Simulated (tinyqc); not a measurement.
## Thermionic-field emission through a Schottky barrier, WKB: current against forward bias

Metal on an n-type semiconductor with one parabolic valley; V > 0 is forward bias (metal positive). Energies E are counted from the conduction edge of the neutral semiconductor, whose Fermi level lies at -xi; that of the metal lies at -xi - V. The barrier is a parabola of height Vd = phi - xi - V (depletion approximation, no image force).

Nc = 2 (2 pi me m0 kB T/h^2)^1.5 (times 1e-6 for cm^-3); Nd = Nc F12(-xi/Vt), F12(x) = (2/sqrt(pi)) int_0^infinity sqrt(u)/(1 + exp(u - x)) du; E00 = (hbar/2) sqrt(Nd/(me m0 eps0 eps_r)) in SI units (volts). For E < Vd, ln T(E) = -(Vd/E00) [sqrt(1 - y) - y ln((1 + sqrt(1 - y))/sqrt(y))], y = E/Vd; T(E) = 1 above. J = A* T (q/kB) int_0^infinity T(E) N(E) dE, N = ln[(1 + exp((-xi - E)/Vt))/(1 + exp((-xi - V - E)/Vt))], A* = 4 pi q me m0 kB^2/h^3 (times 1e-4 for A/(cm^2 K^2)). The integral is converged to the digits shown; the share over the barrier is that of E > Vd, and 0 means below 1e-6 %. n = (dV/d ln J)/Vt.

Parameters, values chosen for the exercise; band and dielectric values close to those of silicon:

| symbol | value | unit | meaning |
|---|---|---|---|
| T | 400 | K | temperature |
| me | 0.261 | m0 | electron mass |
| eps_r | 11.7 |  | relative permittivity |
| phi | 0.42 | eV | barrier height seen from the metal |
| Nd | 9.8e17 | cm^-3 | donor density |

Constants: q = 1.602176634e-19 C, kB = 1.380649e-23 J/K, eps0 = 8.8541878128e-12 F/m, hbar = 1.054571817e-34 J s, h = 6.62607015e-34 J s, m0 = 9.1093837015e-31 kg, Vt = kB T/q. Results are converted to the units shown.

Result of one run:
```
V (V),J (A/cm^2),share over the barrier (%),mean E/Vd,n
0.177,1.336e4,32.4,0.9291,1.099
```

What becomes of these results when the bias V is changed from 0.177 to 0.158 V, all else the same?

Result of the changed run:
```
V (V),J (A/cm^2),share over the barrier (%),mean E/Vd,n
0.158,8067,30.8,0.9228,1.088
```

The whole series:
```
V (V),J (A/cm^2),share over the barrier (%),mean E/Vd,n
0.138,4716,29.2,0.9177,1.073
0.158,8067,30.8,0.9228,1.088
0.177,1.336e4,32.4,0.9291,1.099
0.197,2.259e4,34.3,0.9380,1.109
0.217,3.801e4,36.5,0.9502,1.121
```

J rises from 4720 to 38000 A/cm^2, and n rises from 1.07 to 1.12. The Padovani-Stratton slope is (E00/Vt) coth(E00/Vt) = 1.03; the middle row is 6.6 % above it.

Range of the model: One isotropic valley is assumed; bands with several valleys have a larger Richardson constant and Nc. The depletion approximation, a parabolic band and the neglect of image-force lowering make these currents estimates at high doping.

Computed by the program tinyqc: `OMP_NUM_THREADS=1 python tinyqc.py 2640118 2640119 out.jsonl`, one thread of a shared Intel Xeon 2.30GHz, about 0.05 s for the whole run.
